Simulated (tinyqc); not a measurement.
Worked calculation: Born-Oppenheimer dynamics on the unrestricted B3LYP (VWN-RPA form)/sto-6g surface (energies and gradients from PySCF), for H4, spin multiplicity 3. Computed by tinyqc, a small Python program that keeps every step (integrals from PySCF). Settings: charge = 0, multiplicity = 3, basis = sto-6g, functional = b3lyp, time step (fs) = 0.2, steps = 16. Command: `OMP_NUM_THREADS=1 python tinyqc.py 21285 21286 out.jsonl` (the two numbers bound the seeds that draw the settings). One thread of a shared host (Intel(R) Xeon(R) Processor @ 2.60GHz), about 20 s of CPU time with the checks.

positions (bohr), order 1H, 2H, 3H, 4H:
```
[[0.024566, 0.001890, 0.037795],
 [-0.062361, -0.013228, 1.540127],
 [0.011338, 0.056692, 3.705753],
 [-0.041574, -0.020787, 5.234541]]
```

The total energy should stay constant up to terms of order dt^2; the step counts as short enough if it moves by less than 2 % of the largest kinetic energy.

Trajectory:
```
time (fs)  1H-2H (angstrom)  potential (hartree)  kinetic (hartree)  total (hartree)
0.000000           0.796370          -1.89215578         0.00039754      -1.89175824
0.200000           0.799409          -1.89560365         0.00381141      -1.89179224
0.400000           0.811932          -1.90810647         0.01619777      -1.89190870
0.600000           0.833424          -1.92783317         0.03576484      -1.89206833
0.800000           0.863091          -1.95222131         0.05999437      -1.89222693
1.000000           0.899980          -1.97863340         0.08627754      -1.89235585
1.200000           0.943082          -2.00480826         0.11235750      -1.89245076
1.400000           0.991404          -2.02897411         0.13644422      -1.89252989
1.600000           1.043983          -2.04964486         0.15701794      -1.89262692
1.800000           1.099850          -2.06520952         0.17242993      -1.89277959
2.000000           1.157927          -2.07349651         0.18048792      -1.89300859
2.200000           1.216858          -2.07165124         0.17837937      -1.89327187
2.400000           1.274814          -2.05701790         0.16363375      -1.89338415
2.600000           1.329312          -2.03007454         0.13708750      -1.89298704
2.800000           1.377286          -1.99924908         0.10733768      -1.89191140
3.000000           1.415720          -1.98178516         0.09082659      -1.89095857
3.200000           1.442933          -1.99150011         0.10020015      -1.89129996
```

Is the time step short enough?

Yes. The total energy moves within 2.4e-03 hartree, under 2 % of the largest kinetic energy.
